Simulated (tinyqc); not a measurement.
Line constants from open and short measurements.

Inverse problem. A uniform line of length len, under a quarter wavelength, has Z_open = Zc coth(gamma len) and Z_short = Zc tanh(gamma len); gamma Zc = r + i w l and gamma/Zc = g + i w c, w = 2 pi f. Find r, l and c.

Parameters, values chosen for the exercise:
```
symbol,value,unit,meaning
len,10,mm,length
f,0.28,GHz,frequency
```

Zin with the far end open = 1.14436-386.55468i ohm
Zin with the far end shorted = 1.1113073+5.2374878i ohm

Answer. The product of the two impedances is Zc^2 and their ratio tanh^2(gamma len); the principal branch holds below a quarter wavelength.

r = 0.110 ohm/mm
l = 0.296 nH/mm
c = 146 pF/m

tinyqc, about 0.01 s, one thread, Intel Xeon 2.30GHz (shared host): `OMP_NUM_THREADS=1 python tinyqc.py 2810196 2810197 out.jsonl`
